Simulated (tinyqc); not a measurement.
Strain-driven roughening and islands of a mismatched epitaxial film: one step, computed by the program tinyqc. Command: `OMP_NUM_THREADS=1 python tinyqc.py 3008253 3008254 out.jsonl island walk`. One thread of a shared host (Intel(R) Xeon(R) Processor @ 2.30GHz), about 0.01 s of CPU time with the checks.

Film and substrate share isotropic elastic constants; the film is coherent and biaxially strained.

Problem. Asaro-Tiller-Grinfeld instability. A ripple A cos(k x) has the surface chemical potential per volume [gamma k^2 - 2 (1 + nu) w k] A cos(k x), so k_c = 2 (1 + nu) w/gamma. With surface diffusion the amplitude grows at the rate q = B k^2 [2 (1 + nu) w k - gamma k^2], fastest at k_m = (3/4) k_c. B is the surface mobility.

Inputs (values chosen for the exercise, modelled on Si(0.5)Ge(0.5) on Si): Poisson ratio nu = 0.27; surface energy gamma = 1.14 J/m^2; surface mobility D_s nu_s Omega^2/(k_B T) = 7.1e-33 m^6/(J s).

Transport: surface diffusion.

energy density w = 78.29935 MJ/m^3

Give: k_c; critical wavelength; fastest wavelength; growth time 1/q at k_m.

Solution.

k_c = 0.17446 1/nm

critical wavelength = 36.016 nm

fastest wavelength = 48.021 nm

growth time 1/q at k_m = 1.2646 s
